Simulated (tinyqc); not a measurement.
# Joule-heated wire on a substrate, fin equation: several studies

A wire of length L loses heat along itself to two contacts and sideways to the substrate: kap A theta'' - g theta + p = 0 with theta = T - T0 and p(x) = p0 exp(-((x/L - x0)/sg)^2/2). The ends are held at T0. Constant conductivity, diffusive heat flow.

Parameters, values chosen for the exercise:

| symbol | value | unit | meaning |
|---|---|---|---|
| kap | 71 | W/(m K) | conductivity along the wire |
| A | 190 | nm^2 | cross-section |
| g | 0.38 | W/(m K) | conductance per length to the substrate |
| L | 370 | nm | length between the contacts |
| Rc | 0 | K/uW | thermal resistance of each contact |
| p0 | 0.045 | uW/nm | peak heating per length |
| x0 | 0.82 |  | place of the hot spot as a share of L |
| sg | 0.08 |  | width of the hot spot as a share of L |

Each table varies one quantity; the others keep the values above.

## Effect of the width of the hot spot as a share of L

The equation is solved on 800 equal steps and the peak is the largest node value. LH = sqrt(kap A/g); the share is the integral of g theta over that of p.

The same in every row: LH (nm) = 188.4; L/LH = 1.964.

Effect of the width of the hot spot as a share of L:

| sg | peak theta (K) | peak/(p0/g) | share to the substrate (%) |
|---|---|---|---|
| 0.03 | 4.010 | 0.03387 | 20.76 |
| 0.06 | 7.400 | 0.06249 | 20.37 |
| 0.09 | 10.26 | 0.08667 | 20.23 |
| 0.12 | 12.79 | 0.1080 | 20.63 |
| 0.15 | 15.10 | 0.1275 | 21.31 |
| 0.18 | 17.28 | 0.1459 | 22.04 |
| 0.21 | 19.32 | 0.1631 | 22.71 |
| 0.24 | 21.23 | 0.1793 | 23.25 |

As sg goes from 0.03 to 0.24, the peak theta rises from 4.01 to 21.2 K and the share of heat to the substrate goes from 20.8 through a minimum of 20.2 (at sg = 0.09 among the rows listed) to 23.2 %; L/LH is 1.96 throughout.

## Effect of the length between the contacts

Same model as above.

The same in every row: LH (nm) = 188.4.

Results:

| L (nm) | L/LH | peak theta (K) | peak/(p0/g) | share to the substrate (%) |
|---|---|---|---|---|
| 94 | 0.4989 | 0.7372 | 0.006225 | 1.742 |
| 150 | 0.7961 | 1.831 | 0.01546 | 4.280 |
| 240 | 1.274 | 4.414 | 0.03728 | 10.06 |
| 630 | 3.344 | 20.86 | 0.1761 | 39.31 |
| 1000 | 5.307 | 36.79 | 0.3107 | 57.62 |
| 1600 | 8.492 | 57.55 | 0.4860 | 73.84 |
| 2600 | 13.80 | 79.35 | 0.6700 | 86.42 |

Estimate the missing row, L = 390 nm.

Computed row:

| L (nm) | L/LH | peak theta (K) | peak/(p0/g) | share to the substrate (%) |
|---|---|---|---|---|
| 390 | 2.070 | 10.20 | 0.08610 | 21.82 |

With this row back in the table: As L goes from 94 to 2600 nm, the peak theta rises from 0.737 to 79.3 K and the share of heat to the substrate rises from 1.74 to 86.4 %; L/LH goes from 0.50 to 14. Where L/LH is smallest the peak reaches 0.0062 of p0/g, where it is largest 0.67.

## Effect of the cross-section

Same model as above.

Effect of the cross-section:

| A (nm^2) | LH (nm) | L/LH | peak theta (K) | peak/(p0/g) | share to the substrate (%) |
|---|---|---|---|---|---|
| 24 | 66.96 | 5.525 | 38.43 | 0.3245 | 59.13 |
| 48 | 94.70 | 3.907 | 25.60 | 0.2162 | 45.57 |
| 95 | 133.2 | 2.777 | 16.05 | 0.1355 | 32.05 |
| 190 | 188.4 | 1.964 | 9.357 | 0.07901 | 20.21 |
| 380 | 266.5 | 1.389 | 5.156 | 0.04354 | 11.66 |
| 760 | 376.8 | 0.9819 | 2.727 | 0.02303 | 6.321 |
| 1500 | 529.4 | 0.6989 | 1.424 | 0.01203 | 3.343 |

What does the table show?

As A goes from 24 to 1500 nm^2, the peak theta falls from 38.4 to 1.42 K and the share of heat to the substrate falls from 59.1 to 3.34 %; L/LH goes from 5.5 to 0.70. Where L/LH is smallest the peak reaches 0.012 of p0/g, where it is largest 0.32.

tinyqc, about 0.01 s, one thread, Intel Xeon 2.30GHz (shared host): `OMP_NUM_THREADS=1 python tinyqc.py 2520137 2520138 out.jsonl`
